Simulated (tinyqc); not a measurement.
Born-Mayer model of an ionic crystal AB: one step, computed by the program tinyqc.

Energies are per ion pair and r is the nearest distance of unlike ions.

Problem. Terms of the lattice energy. Madelung constant M, unlike neighbours z1, like neighbours z2 at f r, volume per pair: rock salt 1.747565, 6, 12, sqrt2, 2 r^3; caesium chloride 1.762675, 8, 6, 2/sqrt3, 8 r^3/(3 sqrt3); zinc blende 1.638055, 4, 12, sqrt(8/3), 16 r^3/(3 sqrt3). U(r) = -M z^2 e^2/(4 pi eps_0 r) + z1 lambda exp(-r/rho) + z2 [lambda2 exp(-f r/rho) - C/(f r)^6] (one mean like-ion term for both sublattices).

Inputs (values chosen for the exercise, for a model salt):
```
quantity                        value           unit
ionic charge z                      2              -
unlike repulsion lambda           407             eV
range rho                       0.359       angstrom
like repulsion lambda2            119             eV
dispersion C between like ions     24  eV angstrom^6
```

Structure: rock salt. Short range: with like-ion terms.

equilibrium distance r0 = 2.024741 angstrom

Constants: e^2/(4 pi eps_0) = 14.39964548 eV angstrom.

Give: terms; lattice energy U.

Solution.

terms (eV): Coulomb -49.714, unlike repulsion 8.677, like repulsion 0.491, dispersion -0.522

lattice energy U = -41.069 eV per pair

The short-range terms together cancel 17.4 % of the Coulomb energy.
